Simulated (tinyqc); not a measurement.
## n-type polysilicon, carrier trapping at grain boundaries: effect of the doping

One-dimensional grains of size Lg, uniform ionised doping N, monovalent traps Qt at each boundary at a depth Et below (for electrons) or above (for holes) the band edge there, abrupt depletion of width W on each side of a boundary, Boltzmann statistics. xi is the distance from the band edge at the grain centre to the Fermi level. Trapped charge Qt/(1 + exp((xi + VB - Et)/Vt)) = 2 N W, barrier VB = q N W^2/(2 eps0 eps_r).

If the trap equation with xi = Vt ln(NB/N) has a root W < Lg/2, the grain is partly depleted; otherwise W = Lg/2 and the trap equation gives xi = Et - VB + Vt ln(Qt/(N Lg) - 1). N* = Qt/Lg. n0 = NB exp(-xi/Vt); mean density n0 (1 - 2 W/Lg) by charge balance in a partly depleted grain, and n0 (sqrt(pi)/2) erf(u)/u with u = sqrt(VB/Vt) in a fully depleted one; v = sqrt(kB T/(2 pi ms m0)); barrier resistivity Vt exp(VB/Vt)/(q fe n0 v Lg); grain resistivity (1 - 2 W/Lg)/(q n0 mug); effective mobility 1/(q mean density total resistivity). Rows with xi above 0.45 V, towards mid-gap, are left out, since the other carrier type is ignored.

Values chosen for this exercise; values of the order met in polycrystalline silicon:

| symbol | value | unit | meaning |
|---|---|---|---|
| T | 300 | K | temperature |
| eps_r | 11.7 |  | relative permittivity |
| NB | 2.8e19 | cm^-3 | conduction-band density of states at T |
| Lg | 24 | nm | grain size |
| Qt | 4.1e12 | cm^-2 | trap density of a grain boundary |
| Et | 0.35 | eV | depth of the trap level from the majority band edge at the boundary |
| ms | 0.54 | m0 | mass for thermionic emission |
| fe | 1 |  | correction factor of the emission rate |
| mug | 140 | cm^2/(V s) | mobility inside the grains |

Constants: q = 1.602176634e-19 C, kB = 1.380649e-23 J/K, m0 = 9.1093837015e-31 kg, Vt = kB T/q, eps0 = 8.8541878128e-14 F/cm where lengths are in cm. Results are converted to the units shown.

Results:
```
N (cm^-3),N/N*,depleted share 2 W/Lg,VB (V),xi (V),mean density (cm^-3),resistivity (ohm cm),effective mobility (cm^2/(V s))
8.5e16,0.04976,1.000,0.009465,0.4168,2.483e12,9497,264.7
1.4e17,0.08195,1.000,0.01559,0.3969,5.005e12,5571,223.8
2.4e17,0.1405,1.000,0.02673,0.3701,1.257e13,3042,163.2
3.9e17,0.2283,1.000,0.04343,0.3381,3.740e13,1681,99.28
6.6e17,0.3863,1.000,0.07349,0.2885,2.062e14,789.8,38.32
1.1e18,0.6439,1.000,0.1225,0.2122,3.099e15,275.0,7.323
1.8e18,1.054,0.9328,0.1744,0.07095,1.210e17,8.682,5.942
3e18,1.756,0.5690,0.1082,0.05774,1.293e18,0.4080,11.83
8.4e18,4.917,0.2034,0.03869,0.03113,6.692e18,0.01399,66.66
```

Estimate the missing row, N = 5e18 cm^-3.

Computed row:
```
N (cm^-3),N/N*,depleted share 2 W/Lg,VB (V),xi (V),mean density (cm^-3),resistivity (ohm cm),effective mobility (cm^2/(V s))
5e18,2.927,0.3416,0.06498,0.04454,3.292e18,0.05123,37.01
```

With this row back in the table: As N goes from 8.5e16 to 8.4e18, VB goes from 0.00947 through a maximum of 0.174 (at N = 1.8e18 among the rows listed) to 0.0387 V, the resistivity falls from 9500 to 0.0140 ohm cm and the effective mobility goes from 265 through a minimum of 5.94 (at N = 1.8e18 among the rows listed) to 66.7 cm^2/(V s). The steepest fall of the resistivity among the rows, as N^(-7.0), lies between N = 1.1e18 and 1.8e18 cm^-3; N* = 1.71e18 cm^-3. While the grain is fully depleted VB grows as N; once the traps are full it falls as 1/N. For N = 3e18, 5e18, 8.4e18 xi is under 2.5 Vt, where Boltzmann statistics begin to fail. For N = 8.5e16, 1.4e17 VB is below Vt, where abrupt depletion and thermionic emission are rough. For N = 1.8e18 the grain is near the changeover between partial and full depletion, within a few Debye lengths, where both limits are rough. For N = 8.5e16, 1.4e17, 2.4e17 the effective mobility exceeds mug, since drift through the depleted part of the grain is left out.

Program tinyqc, `OMP_NUM_THREADS=1 python tinyqc.py 2830034 2830035 out.jsonl`; Intel Xeon 2.30GHz, shared host, one thread, about 0.01 s.
